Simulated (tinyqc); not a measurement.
Tight binding, honeycomb lattice, step by step. Computed by tinyqc, a small Python program that keeps every step. Settings: t1 = 2.77, t2 = 0.2, phi = -2.34, delta = 0.28, points = 6. Command: `OMP_NUM_THREADS=1 python tinyqc.py 25585 25586 out.jsonl` (the two numbers bound the seeds that draw the settings). One thread of a shared host (Intel(R) Xeon(R) Processor @ 2.60GHz), about 0.01 s of CPU time with the checks.

## Bloch Hamiltonian at k

Parameters chosen for this model:
```
parameter      value                        unit
t1          2.770000                 eV, nearest
t2          0.200000       eV, second neighbours
phi        -2.340000  rad, phase of t2 (Haldane)
delta       0.280000          eV, +/- on A and B
```

k point k (fractions of the reciprocal vectors): [-0.350000, -0.080000]

H_AB = -t1 (1 + exp(-i k.a1) + exp(-i k.a2)); H_AA = delta - 2 t2 sum cos(k.b + phi), H_BB = -delta - 2 t2 sum cos(k.b - phi), b = a1, a2 - a1, -a2.

H(k) at k (eV), order A, B:
```
[[0.134334, -3.569204-3.575435i],
 [-3.569204+3.575435i, -0.043528]]
```

## Levels at k

Diagonalise the Hermitian matrix.

eigenvalues (eV): [-5.007404, 5.098210]

weights |c|^2 of the basis functions, order A, B:
```
[[0.491200, 0.508800],
 [0.508800, 0.491200]]
```

## Bloch Hamiltonian at K

k point K (fractions of the reciprocal vectors): [0.333333, 0.666667]

As before.

H(k) at K (eV), order A, B:
```
[[-0.883989, 0.000000],
 [0.000000, 0.049313]]
```

## Levels at K

As before.

eigenvalues (eV): [-0.883989, 0.049313]

weights |c|^2 of the basis functions, order A, B:
```
[[1.000000, 0.000000],
 [0.000000, 1.000000]]
```

## Bands along a path

The same steps at evenly spaced points between the labelled ones.

Bands along the path (eV):
```
k             band 1    band 2
G          -7.480040  9.149392
G-K 0.20   -7.140838  8.529862
G-K 0.40   -6.135212  6.821724
G-K 0.60   -4.536156  4.429883
G-K 0.80   -2.549220  1.888599
K          -0.883989  0.049313
K-M 0.20   -1.433595  0.630754
K-M 0.40   -2.107892  1.379489
K-M 0.60   -2.619320  1.974972
K-M 0.80   -2.939416  2.359177
M          -3.062341  2.505890
M-K' 0.20  -2.988921  2.408683
M-K' 0.40  -2.725902  2.081555
M-K' 0.60  -2.294217  1.565813
M-K' 0.80  -1.766664  0.963822
K'         -1.443989  0.609313
```

With 1 band(s) filled, the highest filled level on these points lies at K and the lowest empty one at K: a gap of 0.9333 eV, direct.

## Chern number of the lower band

On a 6 x 6 mesh, the phase of the product of overlaps around each plaquette (k1 then k2); the sum over 2 pi is an integer.

plaquette phases (rad):
```
[[0.000000, -0.002128, 0.023390, 0.075671, -0.010992, -0.004720],
 [0.006574, 0.019510, 0.051075, 0.956760, 0.000000, -0.010992],
 [0.065631, 0.089775, 0.148215, 1.060116, 0.956760, 0.075671],
 [0.070588, 0.737547, 0.832280, 0.148215, 0.051075, 0.023390],
 [-0.028691, 0.000000, 0.737547, 0.089775, 0.019510, -0.002128],
 [-0.010344, -0.028691, 0.070588, 0.065631, 0.006574, 0.000000]]
```

Chern number = 1.000000
